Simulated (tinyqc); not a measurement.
## Deformation potential from the mobility gain

Question. Tension X along [100] raises the x valleys by D = Xu (s11 - s12) X against the y and z valleys. Their share is f = w/(w + 2), w = exp(-D/Vt), and for current along [100] mu/mu0 = [f/ml + (1 - f)/mt]/[(1/ml + 2/mt)/3]. Find f, D and Xu.

Inputs (values chosen for the exercise); values close to those of silicon: temperature T = 400 K; compliance s11 = 7.46 1/TPa; compliance s12 = -2.2 1/TPa; longitudinal mass ml = 0.93 m0; transverse mass mt = 0.188 m0.

Constants: q = 1.602176634e-19 C, kB = 1.380649e-23 J/K, Vt = kB T/q. Results are converted to the units shown.

mu/mu0 = 1.27981258
X = 740 MPa

Answer. The gain is linear in f; w = 2 f/(1 - f).

f = 0.07590
D = 62.26 meV
Xu = 8.710 eV

tinyqc, about 0.01 s, one thread, Intel Xeon 2.30GHz (shared host): `OMP_NUM_THREADS=1 python tinyqc.py 2530039 2530040 out.jsonl`
